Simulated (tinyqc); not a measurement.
What each parameter does: localisation in a chain with random site energies (transfer matrices).

Hopping -t; leads with site energy 0, E = -2t cos(ka). psi_(j+1) = ((e_j - E)/t) psi_j - psi_(j-1), a product of matrices M_j = [[(e_j - E)/t, -1], [1, 0]]. For M = M_N ... M_1 the transmission is T = 4 sin^2(ka)/|M21 - M12 + M22 exp(ika) - M11 exp(-ika)|^2. Long samples draw e_j = W (x_j/2147483647 - 1/2) from x_j = 16807 x_(j-1) mod 2147483647, starting at x0. The localisation length xi, in sites, is defined by ln T = -2N/xi on average; weak disorder gives xi = 24 (4t^2 - E^2)/W^2, and the mean free path for backscattering is xi/2.

Numerical xi = N/ln sqrt(psi_(N+1)^2 + psi_N^2) for N = 20000 sites from psi_1 = 1, psi_0 = 0; its statistical error is about xi sqrt(xi/N).

Parameters, chosen for this exercise:
```
symbol  value  unit  meaning
t       1.36   eV    hopping
E       -1.95  eV    energy
W       2.71   eV    full width of the disorder
x0      2517         start of the number sequence
```

Numerical and weak-disorder xi.

Results for these values:
```
case  numerical xi (sites)  weak-disorder xi (sites)
base                 11.23                     11.75
```

What happens to each result for W = 3.252 eV, all else kept?

Answer: numerical xi falls from 11.23 to 8.31; weak-disorder xi falls from 11.75 to 8.16.

The same for each parameter in turn:
```
case          numerical xi (sites)  weak-disorder xi (sites)
base                         11.23                     11.75
t = 1.564 eV                 17.93                     19.55
E = -1.36 eV                 17.28                     18.13
W = 3.252 eV                  8.31                      8.16
x0 = 2518                    11.83                     11.75
```

A new x0 is another sample of the same disorder; its shift is one draw of the statistical scatter, about xi sqrt(xi/N); the other rows share one sample, so their errors are correlated.

Program tinyqc; command `OMP_NUM_THREADS=1 python tinyqc.py 1451067 1451068 out.jsonl`; about 0.08 s on one thread of a shared Intel(R) Xeon(R) Processor @ 2.30GHz.
